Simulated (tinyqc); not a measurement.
Weibull analysis of times to dielectric breakdown, with area scaling: two steps of the calculation.

Breakdown times follow F(t) = 1 - exp(-(t/t63)^beta). The 7 times below were drawn at random from beta = 3, t63 = 3000 s and are treated as data; all samples failed.

Task 1. Median ranks and the Weibull scale. F_i = (i - 0.3)/(n + 0.4) for the sorted times, W_i = ln(-ln(1 - F_i)).

| i | t (s) |
|---|---|
| 1 | 1220 |
| 2 | 1650 |
| 3 | 1690 |
| 4 | 1860 |
| 5 | 3070 |
| 6 | 3910 |
| 7 | 4380 |

Find: F; W; ln t.

Result 1.

| i | F | W | ln t |
|---|---|---|---|
| 1 | 0.0946 | -2.309 | 7.107 |
| 2 | 0.2297 | -1.343 | 7.409 |
| 3 | 0.3649 | -0.790 | 7.432 |
| 4 | 0.5000 | -0.367 | 7.528 |
| 5 | 0.6351 | 0.008 | 8.029 |
| 6 | 0.7703 | 0.386 | 8.271 |
| 7 | 0.9054 | 0.858 | 8.385 |

Task 2. Likelihood estimate of beta. Maximum likelihood: a(beta) = 1/beta with a = sum t^beta ln t/sum t^beta - mean ln t. Newton step: beta(new) = beta - [a - 1/beta]/[v + 1/beta^2], v the variance of ln t under the weights t^beta.

| i | t (s) |
|---|---|
| 1 | 1220 |
| 2 | 1650 |
| 3 | 1690 |
| 4 | 1860 |
| 5 | 3070 |
| 6 | 3910 |
| 7 | 4380 |

beta at the start = 2.1

Find: beta after iteration 1.

Result 2.

beta after iteration 1 = 2.3758

Numbers from tinyqc (`OMP_NUM_THREADS=1 python tinyqc.py 2070036 2070037 out.jsonl`; about 0.01 s on one thread of a shared Intel Xeon 2.30GHz).
